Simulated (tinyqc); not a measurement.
Inside a calculation: five-level k.p model folded onto the conduction band. Values are carried at full precision from step to step, so a last printed digit may differ when a step is redone from the rounded ones.

Second-order sums for the lowest conduction level at E: 1/m = 1 + Cm + (Ep/3)(2/E + 1/(E + Dso)) - (Ep2/3)(2/(E7 + D2 - E) + 1/(E7 - E)); g/2 = 1 + Cg - (Ep/3)(1/E - 1/(E + Dso)) - (Ep2/3)(1/(E7 - E) - 1/(E7 + D2 - E)). E is counted from the top of the valence band; E = Eg at the edge.

Constants: hbar^2/2m0 = 3.80998211 eV angstrom^2.

Values chosen for the exercise (near those of GaSb; shifted at random, so the results belong to these values and not to a real crystal):
```
symbol  value  unit        meaning
Eg      0.835  eV          gap at Gamma to the s-like level
Dso     0.776  eV          spin-orbit splitting
Ep      27.4   eV          Kane energy
E7      3.14   eV          upper Gamma7 conduction level, from the valence top
D2      0.32   eV          its spin-orbit splitting, Gamma8 above Gamma7
Ep2     1.6    eV          Kane energy to the upper levels
Cm      -3.6               remote term in 1/m
Cg      -0.02              remote term in g/2
k       0.024  1/angstrom  wave vector along z
```

## Mass and g factor term by term

Evaluate at E = Eg.

Terms:
```
level,part of 1/m,part of g
free + remote,-2.6000,1.9600
Gamma8 valence,21.8762,-21.8762
Gamma7 valence,5.6694,11.3387
Gamma8 upper,-0.4063,0.4063
Gamma7 upper,-0.2314,-0.4628
```

m = 0.0411 m0
g = -8.634

The valence levels give 27.55 to 1/m and the upper levels take 0.64 away. In g the two valence terms nearly cancel when Dso is small against Eg; here Dso/Eg = 0.93 and they leave -10.538, the upper pair -0.056.

## The matrix at one k

For k along z and one spin sector the level c couples to four states. With c0 = hbar^2/2m0, P = sqrt(Ep c0), P2 = sqrt(Ep2 c0): diagonal Eg + (1 + Cm) c0 k^2 for c, and 0, -Dso, E7 + D2, E7 for lh, so, G8 up, G7 up (their own dispersion is left out); couplings of c: sqrt(2/3) P k to lh, sqrt(1/3) P k to so, sqrt(2/3) P2 k to G8 up, sqrt(1/3) P2 k to G7 up (phases chosen real).

Fill in the matrix.

H (eV):
```
,c,lh,so,G8 up,G7 up
c,0.82929,0.20022,0.14158,0.04838,0.03421
lh,0.20022,0,0,0,0
so,0.14158,0,-0.77600,0,0
G8 up,0.04838,0,0,3.46000,0
G7 up,0.03421,0,0,0,3.14000
```

## Exact folding onto c

Solve E = H_cc + S(E), S(E) = sum_j H_cj^2/(E - H_jj), from E = H_cc, by plain substitution and by Newton steps on E - H_cc - S(E). The weight of c in the state is Z = 1/(1 - dS/dE). The exact level is the third eigenvalue of H from below.

Iterates (eV):
```
step,substitution,Newton
0,0.82929,0.82929
1,0.88872,0.88501
2,0.88501,0.88522
3,0.88523,0.88522
4,0.88522,0.88522
5,0.88522,0.88522
6,0.88522,0.88522
7,0.88522,0.88522
```

exact level = 0.88522 eV
Z = 0.9443

Substitution multiplies the error by about dS/dE = 1 - 1/Z = -0.059 a step, so it alternates; after 7 steps it is off by 1.5e-10 eV, while Newton is within 1e-5 eV from step 2 on.

## Loewdin series

Expanding E = H_cc + S(E) about Eg in powers of k^2, with s_n = sum_j H_cj^2/(Eg - H_jj)^n: order k^2: e2 = (1 + Cm) c0 k^2 + s1; order k^4: e4 = -s2 e2; order k^6: e6 = s3 e2^2 + s2^2 e2.

Give each order and the partial sums, counted from Eg.

s1 (eV), s2 (no unit), s3 (1/eV); (1 + Cm) c0 k^2 is H_cc - Eg: 0.05905  0.06578  0.07343

e2, e4, e6 (eV): 0.05334  -0.00351  0.00044

partial sums (eV): 0.05334  0.04984  0.05028

The exact value is 0.05022 eV; the errors of the partial sums are +3.13, -0.38 and +0.06 meV.

## Checks

- Curvature of the exact level at small k against the sum for 1/m: both 24.308.

(tinyqc, `OMP_NUM_THREADS=1 python tinyqc.py 1080341 1080342 out.jsonl`, Intel(R) Xeon(R) Processor @ 2.30GHz, 1 thread, shared host, about 0.01 s.)
